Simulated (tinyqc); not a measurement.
Gate work function from the charge.

Problem. For an undoped double gate, Q = 8 eps0 eps_r Vt beta tan(beta)/ts with 0 < beta < pi/2, and at the source (Vg - dphi)/(2 Vt) - ln[(2/ts) sqrt(2 eps0 eps_r Vt/(q ni))] = ln(beta) - ln(cos beta) + 2 r beta tan(beta), r = eps_r tox/(eox ts). Find beta and dphi.

Inputs (values chosen for the exercise); material values those of a made-up semiconductor: temperature T = 350 K; relative permittivity of the semiconductor eps_r = 10.9; relative permittivity of the gate insulator eox = 3.75; insulator thickness tox = 2.4 nm; body thickness ts = 12 nm; gate voltage Vg = 0.57 V.

Constants: q = 1.602176634e-19 C, kB = 1.380649e-23 J/K, Vt = kB T/q, eps0 = 8.8541878128e-14 F/cm where lengths are in cm. Results are converted to the units shown.

Qs = 0.30643221 nC/cm^2
ni = 2.7845052e9 cm^-3

Answer. beta tan(beta) rises from 0 without bound on the interval, so the charge fixes beta; the second relation is then explicit in dphi.

beta = 0.03973
dphi = 0.1700 V

Computed by the program tinyqc: `OMP_NUM_THREADS=1 python tinyqc.py 2440056 2440057 out.jsonl`, one thread of a shared Intel Xeon 2.30GHz, about 0.01 s for the whole run.
